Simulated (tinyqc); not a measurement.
MOS inversion layer, Poisson-Schroedinger loop: two steps of the calculation.

Electrons confined at an insulator interface at z = 0, treated as a hard wall; parabolic valleys, Hartree approximation, no image or exchange terms. The depletion charge lies far deeper than the electrons and gives a uniform field q Nd/(eps0 eps_r); the gate balances all charge. Energies are counted from the band edge at the interface.

Values chosen for this exercise; masses and permittivity close to those of silicon (100):
- T = 300 K (temperature)
- eps_r = 11.5 (relative permittivity)
- mz1 = 0.926 m0 (mass along z of valley set A (2 valley(s)))
- md1 = 0.19 m0 (in-plane density-of-states mass of set A)
- md2 = 0.419 m0 (in-plane density-of-states mass of set B)
- Ns = 1.1e13 cm^-2 (sheet density of electrons)
- Nd = 5.6e11 cm^-2 (sheet density of depletion charge)

Constants: q = 1.602176634e-19 C, kB = 1.380649e-23 J/K, hbar = 1.054571817e-34 J s, m0 = 9.1093837015e-31 kg, Vt = kB T/q, eps0 = 8.8541878128e-14 F/cm where lengths are in cm, hbar^2/(2 m0) = 0.0380998212 eV nm^2. Results are converted to the units shown.

Task 1. Fermi level and occupations. Level k holds N_k = D_k Vt ln(1 + exp((EF - E_k)/Vt)) with D = 2 md1 m0 q/(pi hbar^2) for the set A, D = 4 md2 m0 q/(pi hbar^2) for the set B per eV (spin included); EF is fixed by sum N_k = Ns.

levels (eV): A1 0.03421910, A2 0.05953128, B1 0.05831114, B2 0.10473524

Wanted: EF; N_k.

Result 1.

EF = 0.033359 eV
N_k (cm^-2): A1 2.7768e12, A2 1.2719e12, B1 5.8415e12, B2 1.1097e12

Task 2. Closed-form estimates. Triangular well: E_k = a_k (C F^2/mz)^(1/3), a_1 = 2.338107, a_2 = 4.087949, C = hbar^2/(2 m0), F in eV/nm. Fang-Howard (all electrons in the lowest level of set A): b^3 = 6 (mz1/C) q (Nd + 11 Ns/32)/(eps0 eps_r), centroid 3/b, level C b^2/(4 mz1) + (3/b) q (Nd + 11 Ns/16)/(eps0 eps_r). Use F = q (Nd + Ns)/(eps0 eps_r), the surface field, and F = q (Nd + Ns/2)/(eps0 eps_r).

Wanted: A1 with the surface field; A1 with Nd + Ns/2; A2 with Nd + Ns/2; b; Fang-Howard centroid; Fang-Howard level.

Result 2.

A1 with the surface field = 0.2591 eV
A1 with Nd + Ns/2 = 0.1685 eV
A2 with Nd + Ns/2 = 0.2946 eV
b = 2.152 1/nm
Fang-Howard centroid = 1.394 nm
Fang-Howard level = 0.2258 eV

tinyqc, about 1 s, one thread, Intel Xeon 2.30GHz (shared host): `OMP_NUM_THREADS=1 python tinyqc.py 2160149 2160150 out.jsonl`
